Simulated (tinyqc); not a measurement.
Reaction control against transport control: chemical vapour deposition: Grove model, boundary layer, depletion and step coverage. Computed by tinyqc, a small Python program. Command: `OMP_NUM_THREADS=1 python tinyqc.py 3023098 3023099 out.jsonl cvd walk`. One thread of a shared host (Intel(R) Xeon(R) Processor @ 2.30GHz), about 0.04 s of CPU time with the checks.

A precursor diffuses to the surface and reacts there at first order; each molecule that reacts adds one formula unit of film.

Inputs (values chosen for the exercise, close to those used for tungsten from its fluoride): prefactor k0 of k_s = 3.3e+06 cm/s; activation energy E = 0.737 eV; temperature T = 420 C; total pressure p = 36 torr; mole fraction of the precursor Y = 0.011; gas diffusivity D0 at 273.15 K and 760 torr = 0.58 cm^2/s; film density N = 6.3e+22 formula units/cm^3; gas velocity U = 16 cm/s; kinematic viscosity nu0 at 273.15 K and 760 torr = 0.15 cm^2/s; susceptor length L = 29 cm; channel height b = 8.7 cm.

Reactor: horizontal, reduced pressure.

Constants: k_B = 8.617333262e-05 eV/K; k_B = 1.380649e-23 J/K.

Method:
- k_s = k0 exp(-E/(k_B T)); C_g = Y p/(k_B T), 1 torr = 133.322 Pa; D = D0 (T/273.15)^1.75 (760/p).
- nu = nu0 (T/273.15)^1.75 (760/p); Re = U L/nu; mean boundary layer delta = (2/3) L/sqrt(Re), at most b/2; h_g = D/delta.
- Fluxes in series: C_s = C_g/(1 + k_s/h_g); growth rate G = k_s h_g/(k_s + h_g) C_g/N; 1 cm/s = 6e8 nm/min.
- Temperatures in kelvin are T(C) + 273.15.

Rates:
```
T (C)  k_s (cm/s)  h_g (cm/s)  G (nm/min)  reaction limit (nm/min)  transport limit (nm/min)
220    9.6983e-02      12.856        7.11               7.1621e+00                    949.38
270    4.7868e-01      13.989       31.03               3.2096e+01                    937.99
320    1.8051e+00      15.110       99.00               1.1083e+02                    927.72
370    5.5376e+00      16.219      233.76               3.1357e+02                    918.38
420    1.4451e+01      17.317      413.89               7.5929e+02                    909.83
470    3.3147e+01      18.405      579.93               1.6244e+03                    901.94
520    6.8473e+01      19.484      696.46               3.1440e+03                    894.63
570    1.2979e+02      20.554      766.44               5.6059e+03                    887.82
620    2.2900e+02      22.380      831.32               9.3378e+03                    912.57
```

The apparent activation energy of G is 0.68 eV between the first rows and 0.11 eV between the last, against E = 0.737 eV. k_s passes h_g between 420 and 470 C, where control shifts from the surface to the gas. In the reaction limit the slope is E - k_B T, because C_g falls as 1/T; any further lowering comes from transport. The transport limit turns upwards in the rows where delta has reached its cap b/2.

Extremes, crossings and ranges named in words are read from the listed rows.
